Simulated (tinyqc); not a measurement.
# Single-band model of a thermoelectric material, step by step

A worked calculation. Computed by tinyqc, a small Python program that keeps every step. Command: `OMP_NUM_THREADS=1 python tinyqc.py 3001986 3001987 out.jsonl thermo walk`. One thread of a shared host (Intel(R) Xeon(R) Processor @ 2.30GHz), about 0.02 s of CPU time with the checks. Intermediate numbers are printed to about 5 digits and carried at full precision; extremes and crossings named in words are read from the listed rows.

One spherical band, one scattering law, no minority carriers and no phonon drag. In a real material minority carriers limit |S| to about E_g/(2 e T), so larger values are formal. eta = E_F/(k_B T) is counted from the band edge; f = 1/(1 + exp(x - eta)).

Inputs (values chosen for the exercise, for a model material):

| quantity | value | unit |
|---|---|---|
| density-of-states mass m | 0.93 | m_0 |
| mobility parameter mu_300 | 190 | cm^2/(V s) |
| temperature exponent p | 1.5 | - |
| lattice thermal conductivity kappa_L | 0.58 | W/(m K) |
| carrier density n | 9e+18 | 1/cm^3 |
| temperature T | 710 | K |

Band: parabolic. Scattering: constant relaxation time, r = 0.

Constants: m_0 = 9.1093837015e-31 kg; k_B = 1.380649e-23 J/K; hbar = 1.054571817e-34 J s; k_B = 8.617333262e-05 eV/K; e = 1.602176634e-19 C.

## Fermi level

With x = E/(k_B T), a = alpha k_B T (0 for a parabolic band), G = x (1 + a x), D = 1 + 2 a x and <y> = int y f (1 - f) dx, f = 1/(1 + exp(x - eta)): tau = tau_0 G^r/D; transport function s = G^(3/2 + r)/D^2; n = N_0 <G^(3/2)> with N_0 = (2 m k_B T)^(3/2)/(3 pi^2 hbar^3). Integrals over x = E/(k_B T) use 160 Gauss-Legendre points in u = sqrt(x) from 0 to sqrt(max(eta, 0) + 32). Solve for eta.

N_0 = 6.1640e+19 1/cm^3

reduced Fermi level eta = -2.1700

## Transport integrals

The formulas are those given above.

<s> = 0.14601

<x s> = 0.37209

<x^2 s> = 1.3150

<G^(3/2)> = 0.14601

<G^(3/2 + 2r)/D^4> = 0.14601

## Coefficients

sigma = e mu_0 N_0 <s> with mu_0 = e tau_0/m = mu_300 (T/300 K)^(-p); |S| = (k_B/e)(<x s>/<s> - eta); Lorenz number L = (k_B/e)^2 (<x^2 s>/<s> - (<x s>/<s>)^2); kappa_e = L sigma T; zT = S^2 sigma T/(kappa_L + kappa_e). Hall factor r_H = <G^(3/2)> <G^(3/2 + 2r)/D^4>/<s>^2; drift mobility sigma/(n e) with n = N_0 <G^(3/2)>; power factor S^2 sigma.

conductivity sigma = 75.249 S/cm

Seebeck coefficient |S| = 406.60 microvolt/K

Lorenz number L = 1.8654 1e-8 V^2/K^2

drift mobility = 52.185 cm^2/(V s)

Hall factor r_H = 1

power factor = 12.441 microwatt/(cm K^2)

kappa_e = 0.099661 W/(m K)

zT = 1.2996

L is 76 % of the degenerate value pi^2/3 (k_B/e)^2 = 2.443; the classical limit for this r is (r + 5/2)(k_B/e)^2 = 1.856. The charge carriers transport 15 % of the heat.

## Limiting formulas for the Seebeck coefficient

Classical: |S| = (k_B/e)[r + 5/2 - ln(n/N_c)], N_c = (3 sqrt(pi)/4) N_0. Degenerate (Mott): |S| = (pi^2/3)(k_B/e)(r + 3/2)/eta_F, eta_F = (n/N_0)^(2/3).

Seebeck coefficients:

| formula | \|S\| (microvolt/K) | deviation (%) |
|---|---|---|
| full integral | 406.6 | 0.00 |
| classical | 405.8 | -0.20 |
| degenerate | 1533.6 | 277.18 |

At eta = -2.17 the classical formula is the closer one, off by 0.2 %; the other is out of its range.

## Best doping

Quality factor B = (k_B/e)^2 e mu_0 N_0 T/kappa_L; zT and the power factor are maximised over eta between -8 and 30.

quality factor B = 0.46849

eta of the largest zT = -0.64104

density of the largest zT = 3.6853e+19 1/cm^3

largest zT = 1.8214

|S| at the largest zT = 287.66 microvolt/K

eta of the largest power factor = 2.4739

density of the largest power factor = 2.9201e+20 1/cm^3

largest power factor = 41.203 microwatt/(cm K^2)

The sample is underdoped by a factor 4.09 and reaches 71 % of the best zT. zT peaks at a density 7.92 times lower than the power factor, because kappa_e grows with n.

## Against the Fermi level

The formulas are those given above.

The same material at other dopings:

| eta | n (1/cm^3) | \|S\| (microvolt/K) | sigma (S/cm) | power factor (microwatt/(cm K^2)) | zT |
|---|---|---|---|---|---|
| -4 | 1.4912e+18 | 560.82 | 1.2468e+01 | 3.921 | 0.4668 |
| -3 | 4.0097e+18 | 475.82 | 3.3525e+01 | 7.590 | 0.8632 |
| -2 | 1.0595e+19 | 392.69 | 8.8584e+01 | 13.660 | 1.3907 |
| -1 | 2.6860e+19 | 314.01 | 2.2458e+02 | 22.144 | 1.7863 |
| 0 | 6.2697e+19 | 244.17 | 5.2421e+02 | 31.252 | 1.7164 |
| 1 | 1.2911e+20 | 187.59 | 1.0795e+03 | 37.987 | 1.2911 |
| 2 | 2.3138e+20 | 145.45 | 1.9346e+03 | 40.927 | 0.8599 |
| 4 | 5.3357e+20 | 94.03 | 4.4611e+03 | 39.441 | 0.3749 |
| 6 | 9.3795e+20 | 67.13 | 7.8422e+03 | 35.341 | 0.1896 |
| 10 | 1.9735e+21 | 41.74 | 1.6501e+04 | 28.749 | 0.0721 |

|S| falls and sigma rises with eta, so their product S^2 sigma peaks: among these rows at eta = 2, and zT at eta = -1, where |S| = 314 microvolt/K. zT stays above 90 % of its best row from n = 2.7e19 to 6.3e19 per cm^3.

Checks made by the program: |S| against (k_B/e)[(r + 5/2) F_(r+3/2)/((r + 3/2) F_(r+1/2)) - eta] by adaptive quadrature (relative difference below 1e-10).
